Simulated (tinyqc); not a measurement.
Inside a calculation. Method: plane-wave Kohn-Sham cycle with exchange-only LDA in a layered model solid. One step of it, computed by the program tinyqc.

Question. Iteration 1: Hamiltonian at one k. H(m,m') = (k + G_m)^2/2 delta + V(G_m - G_m'), with V(-G) = V(G).

A solid whose potential varies along x alone (atomic units):
```
parameter,value
period a,4.700000
cross-section of the cell,35.000000
electrons per cell,4
grid points,16
"plane waves -n..n, n",2
k points,1
V1 in V1 cos(2 pi x/a),-0.550000
V2 in V2 cos(4 pi x/a),0.130000
```

V(G_m), m = 0, 1, 2, ... (hartree): -0.285291  -0.275000  0.065000  0.000000  0.000000

k = 0.000000 2 pi / a

Give: H.

Answer.

H (hartree), lower triangle:
```
,-2,-1,+0,+1,+2
-2,3.2890
-1,-0.2750,0.6083
+0,0.0650,-0.2750,-0.2853
+1,0.0000,0.0650,-0.2750,0.6083
+2,0.0000,0.0000,0.0650,-0.2750,3.2890
```
